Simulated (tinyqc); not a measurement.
Alloy A(1-x)B(x) by interpolation with bowing, step by step. Values are carried at full precision from step to step, so a last printed digit may differ when a step is redone from the rounded ones.

Each gap follows E(x) = (1 - x) E_A + x E_B - C x (1 - x); the lattice constant follows Vegard, a(x) = (1 - x) a_A + x a_B.

Constants: hc = 1239.841984 eV nm; kB = 8.617333262e-05 eV/K.

Parameters, chosen for this exercise (A near InAs, B near InSb; not measured data): a = (6.059, 6.482) angstrom (lattice constant of A, B); x = 0.93 (fraction of B); Eg = (0.423, 0.233) eV (gap at Gamma to the s-like level of A, B); EgX = (1.429, 0.639) eV (gap to the lowest valley along Gamma-X of A, B); EgL = (1.125, 0.942) eV (gap to L of A, B); C = (0.76, 0.653, 0.538) eV (bowing of the Gamma, X and L gaps); Dso = (0.387, 0.804) eV (spin-orbit splitting of A, B); Ep = (21.6, 23.1) eV (Kane energy of A, B); me = (0.0257, 0.0136) m0 (electron mass at Gamma of A, B); Cs = 1.27 eV (bowing of Dso); md = (0.0116, 0.7, 0.54) m0 (density-of-states masses of Gamma, all X and all L valleys); T = 400 K (temperature).

## Gaps and lattice constant at x

Also give the wavelength hc/E of the lowest gap.

a(x) = 6.4524 angstrom

linear parts (eV): Gamma 0.2463, X 0.6943, L 0.9548

bowing terms C x (1 - x) (eV): Gamma 0.0495, X 0.0425, L 0.0350

gaps (eV): Gamma 0.1968, X 0.6518, L 0.9198

wavelength of the lowest gap = 6299.2 nm

The lowest valley is Gamma, so the gap is direct; the next, X, lies 455 meV higher.

## Where the valleys cross

The difference of two gaps is a quadratic q2 x^2 + q1 x + q0 with q2 = C_i - C_j, q1 = (E_B - E_A - C)_i - (E_B - E_A - C)_j, q0 = E_A,i - E_A,j; give its roots between 0 and 1 (a dash: none).

Crossings:
```
pair        q2      q1      q0  first root  second root
Gamma-X  0.107   0.493  -1.006           -            -
Gamma-L  0.222  -0.229  -0.702           -            -
X-L      0.115  -0.722   0.304      0.4539            -
```

The lowest valley is Gamma at every x. The other crossings lie above the lowest valley.

## Electron mass of the alloy

Mass at Gamma from the Kane formula 1/m = F + Ep (Eg + 2 Dso/3)/(Eg (Eg + Dso)). F is fixed by the masses of A and B and interpolated linearly, as is Ep; Eg and Dso carry their bowing.

Compare with the linear interpolation of the masses.

F of A, B: -4.0209  0.0097

Ep, Eg, Dso at x (eV): 22.9950  0.1968  0.6921

m(x) from the Kane formula = 0.0116 m0
m(x) linear = 0.0144 m0

The Kane value lies 19.7 % below the linear one.

## Shares of the electrons in the valleys

Non-degenerate: n_i proportional to md_i^(3/2) exp(-E_i/kT).

md^(3/2): Gamma 0.0012, X 0.5857, L 0.3968

(E - E_min)/kT: Gamma 0.00, X 13.20, L 20.97

shares: Gamma 0.999, X 0.001, L 0.000

Gamma holds most electrons (99.9 %).

## Checks

- The X and L gaps at their crossing x = 0.4539 (eV): both 0.9086.

tinyqc: `OMP_NUM_THREADS=1 python tinyqc.py 1080303 1080304 out.jsonl`; about 0.01 s, one thread, shared Intel(R) Xeon(R) Processor @ 2.30GHz.
